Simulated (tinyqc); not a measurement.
The liquidus: liquidus of a compound AB in a simple-solution melt, liquid-phase epitaxy and vapour pressures. Computed by tinyqc, a small Python program. Command: `OMP_NUM_THREADS=1 python tinyqc.py 3027196 3027197 out.jsonl liq35 walk`. One thread of a shared host (Intel(R) Xeon(R) Processor @ 2.30GHz), about 0.05 s of CPU time with the checks.

x is the atom fraction of B in the melt. The melt is a simple solution: R T ln gamma_B = W (1 - x)^2, R T ln gamma_A = W x^2, W = a + b T. The solid AB is stoichiometric.

Inputs (values chosen for the exercise, modelled on GaSb for the melt):
```
quantity               value       unit
melting point T_F        983          K
entropy of fusion S_F   65.5  J/(mol K)
interaction a           20.2     kJ/mol
interaction slope b    -25.3  J/(mol K)
```

Constants: R = 8.314462618 J/(mol K).

Method. Liquidus (Vieland): f(x) = R T ln[4 x (1 - x)] + 2 W (1/2 - x)^2 + S_F (T_F - T) = 0.

Solubility; ideal: W = 0; dilute: (1/4) exp[-(S_F (T_F - T) + W/2)/(R T)]:
```
T (K)           x       ideal      dilute  W (kJ/mol)
492    3.7338e-05  9.6302e-05  3.7331e-05      7.7524
570    4.5173e-04  8.3053e-04  4.5103e-04      5.7790
649    3.0781e-03  4.3562e-03  3.0555e-03      3.7803
727    1.3734e-02  1.5854e-02  1.3436e-02      1.8069
806    4.7059e-02  4.6482e-02  4.4960e-02     -0.1918
885    1.3034e-01  1.1855e-01  1.2126e-01     -2.1905
944    2.5680e-01  2.3646e-01  2.2829e-01     -3.6832
973    3.7548e-01  3.6056e-01  3.0292e-01     -4.4169
```

What follows from these numbers?

x over the ideal value is 0.39 in the first row and 1.04 in the last, and lies between 0.39 and 1.10: W > 0 lowers the solubility and W < 0 raises it, by about exp(-W/(2 R T)) when dilute. The dilute form is within 5 % in 5 of the eight rows. Near T_F the liquidus closes as a parabola about x = 1/2.

Extremes, crossings and ranges named in words are read from the listed rows.
